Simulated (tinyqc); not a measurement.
Debye-Callaway model of lattice thermal conductivity: one step, computed by the program tinyqc.

Three acoustic branches with one velocity v, cut at omega_D = k_B Theta/hbar; x = hbar omega/(k_B T). v and Theta are separate inputs: Theta cuts off the heat-carrying modes, so C need not reach 3 k_B/V. gamma is an effective value that sets the umklapp rate.

Problem. Scattering rates at one frequency. Rates: point defects A omega^4; umklapp B omega^2 T exp(-Theta/(b T)) with B = hbar gamma^2/(M v^2 Theta); normal processes f_N B omega^2 T (T/Theta)^2. Boundaries: v/L. The resistive time is tau_R = 1/(boundary + point-defect + umklapp rates), and the free path is v tau_R.

Inputs (values chosen for the exercise, modelled on silicon):
```
quantity                              value        unit
sound velocity v                       6250         m/s
Debye temperature Theta                 647           K
mean atomic mass M                    28.09           u
effective Grueneisen parameter gamma   2.23           -
umklapp exponent divisor b              2.5           -
Casimir length L                         61  micrometre
normal-process factor f_N               1.2           -
temperature T                           200           K
probe frequency omega/omega_D          0.48           -
```

Sample: crystal. Point defects: vacancies. Normal processes: included.

Rayleigh coefficient A = 1.936139e-45 s^3

Constants: k_B = 1.380649e-23 J/K; hbar = 1.054571817e-34 J s; u = 1.6605390666e-27 kg.

Give: omega; Rates; tau_R; free path.

Solution.

omega = 4.0659e+13 rad/s

Rates:
```
process        rate (1/s)  rate x tau_R
boundaries     1.0246e+08     0.0022411
point defects  5.2911e+09       0.11573
umklapp        4.0325e+10       0.88203
normal         1.6865e+10       0.36889
```

tau_R = 2.1873e-11 s

free path = 136.70 nm

The strongest resistive process at this frequency: umklapp, 88 % of the resistive rate.
